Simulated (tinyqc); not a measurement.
Inversion-layer mobility, back-scattering and ballistic limit of a field-effect transistor: one step, computed by the program tinyqc. Command: `OMP_NUM_THREADS=1 python tinyqc.py 3007747 3007748 out.jsonl mos walk`. One thread of a shared host (Intel(R) Xeon(R) Processor @ 2.30GHz), about 0.01 s of CPU time with the checks.

The charge at the top of the source barrier is fixed by the gate; series resistance and short-channel effects are left out. F_j are Fermi integrals normalised to exp(eta) in the classical limit.

Problem. Effective mobility. mu_phonon = mu_ph (E_eff/1 MV/cm)^(-0.3) (T/300 K)^(-1.75); mu_rough = mu_sr (E_eff/1 MV/cm)^(-2); mu_Coulomb = mu_C (N_inv/1e12 cm^-2) (T/300 K); Matthiessen's rule adds 1/mu.

Inputs (values chosen for the exercise, modelled on a silicon n-channel): phonon mobility at 1 MV/cm and 300 K, mu_ph = 320 cm^2/(V s); roughness mobility at 1 MV/cm, mu_sr = 1700 cm^2/(V s); Coulomb mobility at N_inv = 1e12/cm^2, mu_C = 1200 cm^2/(V s); temperature T = 300 K.

Statistics at the top of the barrier: Fermi-Dirac.

inversion density N_inv = 2.408838e+12 1/cm^2

effective field E_eff = 0.5265248 MV/cm

Give: phonon part; roughness part; Coulomb part; effective mobility mu.

Solution.

phonon part = 387.9 cm^2/(V s)

roughness part = 6132 cm^2/(V s)

Coulomb part = 2891 cm^2/(V s)

effective mobility mu = 323.9 cm^2/(V s)

The phonon part is the lowest and holds 84 % of 1/mu.
